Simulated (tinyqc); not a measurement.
Worked calculation: finite-difference solution of the diffusion equation on a small grid. Computed by tinyqc, a small Python program that keeps every step. Command: `OMP_NUM_THREADS=1 python tinyqc.py 3002144 3002145 out.jsonl fdiff walk`. One thread of a shared host (Intel(R) Xeon(R) Processor @ 2.30GHz), about 0.01 s of CPU time with the checks. Intermediate numbers are printed to about 6 digits and carried at full precision; extremes and crossings named in words are read from the listed rows.

dC/dt = D d2C/dx2 on nodes x_j = j dx, j = 0..11; the far end is sealed.

Inputs (values chosen for the exercise):

| quantity | value | unit |
|---|---|---|
| diffusivity D | 18 | nm^2/s |
| grid spacing dx | 20 | nm |
| time step dt | 13 | s |
| final time t_f | 130 | s |
| loss velocity h | 0.39 | nm/s |

Boundary at x = 0: surface loss. Scheme: Crank-Nicolson.

start values C_j, j = 0, 1, ... (% of a reference): 18.2  55  100  73.3  28.5  6.77  0  0  0  0  0  0

## Mesh ratio and operator

The operator M acts as (M C)_j = C_(j-1) - 2 C_j + C_(j+1); at the sealed far end a mirror node gives 2 C_(N-2) - 2 C_(N-1); at j = 0, the outward flux h C_0 gives 2 C_1 - (2 + 2 h dx/D) C_0. r = D dt/dx^2.

mesh ratio r = 0.585

operator M:
```
           0         1         2         3         4         5         6         7
0   -2.86667   2.00000   0.00000   0.00000   0.00000   0.00000   0.00000   0.00000
1    1.00000  -2.00000   1.00000   0.00000   0.00000   0.00000   0.00000   0.00000
2    0.00000   1.00000  -2.00000   1.00000   0.00000   0.00000   0.00000   0.00000
3    0.00000   0.00000   1.00000  -2.00000   1.00000   0.00000   0.00000   0.00000
4    0.00000   0.00000   0.00000   1.00000  -2.00000   1.00000   0.00000   0.00000
5    0.00000   0.00000   0.00000   0.00000   1.00000  -2.00000   1.00000   0.00000
6    0.00000   0.00000   0.00000   0.00000   0.00000   1.00000  -2.00000   1.00000
7    0.00000   0.00000   0.00000   0.00000   0.00000   0.00000   1.00000  -2.00000
8    0.00000   0.00000   0.00000   0.00000   0.00000   0.00000   0.00000   1.00000
9    0.00000   0.00000   0.00000   0.00000   0.00000   0.00000   0.00000   0.00000
10   0.00000   0.00000   0.00000   0.00000   0.00000   0.00000   0.00000   0.00000
11   0.00000   0.00000   0.00000   0.00000   0.00000   0.00000   0.00000   0.00000

           8         9        10        11
0    0.00000   0.00000   0.00000   0.00000
1    0.00000   0.00000   0.00000   0.00000
2    0.00000   0.00000   0.00000   0.00000
3    0.00000   0.00000   0.00000   0.00000
4    0.00000   0.00000   0.00000   0.00000
5    0.00000   0.00000   0.00000   0.00000
6    0.00000   0.00000   0.00000   0.00000
7    1.00000   0.00000   0.00000   0.00000
8   -2.00000   1.00000   0.00000   0.00000
9    1.00000  -2.00000   1.00000   0.00000
10   0.00000   1.00000  -2.00000   1.00000
11   0.00000   0.00000   2.00000  -2.00000
```

## Amplification factors

The mode of M with eigenvalue mu has its amplitude multiplied per step by g = (1 + (1 - theta) r mu)/(1 - theta r mu), with theta = 0 explicit, 1 implicit, 1/2 Crank-Nicolson; the explicit scheme is stable for r up to 2/|mu_min|.

eigenvalues mu of M: -4.17977  -3.96837  -3.75056  -3.38233  -2.90491  -2.35908  -1.78951  -1.24224  -0.76094  -0.38267  -0.13224  -0.01404

factors g: -0.100146  -0.074395  -0.046275  0.005363  0.081264  0.183410  0.312826  0.466970  0.635891  0.798674  0.925522  0.991818

largest stable r of the explicit scheme = 0.478495

The smallest factor is -0.100: the shortest waves flip sign at each step while they decay.

## Time step 1

C at the start (%): 18.20  55.00  100.00  73.30  28.50  6.77  0.00  0.00  0.00  0.00  0.00  0.00

With r = D dt/dx^2: (1 - theta r M) C(new) = (1 + (1 - theta) r M) C(old); theta = 0 explicit, 1 implicit, 1/2 Crank-Nicolson.

C after step 1 (%): 37.0156  56.3057  71.8598  62.9080  36.5281  14.5248  4.0736  0.7793  0.1491  0.0286  0.0057  0.0021

## Time step 2

The formulas are those given above.

C after step 2 (%): 38.0495  53.0550  60.6828  54.6047  37.5673  19.7058  8.0053  2.5894  0.6978  0.1726  0.0424  0.0183

## All steps

The run takes n = round(t_f/dt) steps of length t_f/n. The dose is the trapezoidal sum of C dx; the error is the largest difference from exp(M D t/dx^2) C(0), the exact time evolution on the same grid.

Course of the run:

| step | t (s) | C_1 | C_6 | dose (% nm) | largest error |
|---|---|---|---|---|---|
| 1 | 13 | 56.3057 | 4.0736 | 5313.43 | 1.79529 |
| 2 | 26 | 53.0550 | 8.0053 | 5123.14 | 0.79128 |
| 3 | 39 | 48.6274 | 11.2073 | 4936.19 | 0.32728 |
| 4 | 52 | 44.2528 | 13.5387 | 4762.83 | 0.15489 |
| 5 | 65 | 40.2745 | 15.1850 | 4604.50 | 0.08859 |
| 6 | 78 | 36.7572 | 16.3346 | 4460.28 | 0.05999 |
| 7 | 91 | 33.6754 | 17.1246 | 4328.66 | 0.04625 |
| 8 | 104 | 30.9779 | 17.6504 | 4208.13 | 0.03862 |
| 9 | 117 | 28.6112 | 17.9787 | 4097.33 | 0.03366 |
| 10 | 130 | 26.5263 | 18.1581 | 3995.05 | 0.03183 |

C at the end (%): 19.3856  26.5263  30.3246  30.6535  28.0493  23.5039  18.1581  13.0096  8.7326  5.6510  3.8328  3.2365

largest error at t_f = 0.0318336 %

final dose = 3995.05 % nm

final C_6 = 18.1581 %

The time-step error at the end is 0.032 on a scale of 30.7. The dose falls through the surface.

## The three schemes as the step is halved

Each run reaches t_f in n equal steps; errors are the largest difference from exp(M D t_f/dx^2) C(0). A dash marks unstable explicit runs.

Largest error at t_f (%):

| steps n | r | explicit | implicit | Crank-Nicolson |
|---|---|---|---|---|
| 4 | 1.46250 | - | 2.78312 | 3.43328e-01 |
| 8 | 0.73125 | - | 1.41119 | 4.99783e-02 |
| 16 | 0.36562 | 0.762856 | 0.72653 | 1.23689e-02 |
| 32 | 0.18281 | 0.377395 | 0.36825 | 3.08417e-03 |
| 64 | 0.09141 | 0.187616 | 0.18533 | 7.70535e-04 |
| 128 | 0.04570 | 0.093529 | 0.09296 | 1.92602e-04 |
| 256 | 0.02285 | 0.046694 | 0.04655 | 4.81485e-05 |

From the last two rows, halving the step divides the error by 2.00 (explicit), 2.00 (implicit), 4.00 (Crank-Nicolson): a factor 2 marks first order in dt and 4 second order. The explicit scheme needs n of at least 13 to be stable; the other two are stable at any step.

Checks made by the program: matrix exponential against 4096 Crank-Nicolson steps (relative difference 6e-09).
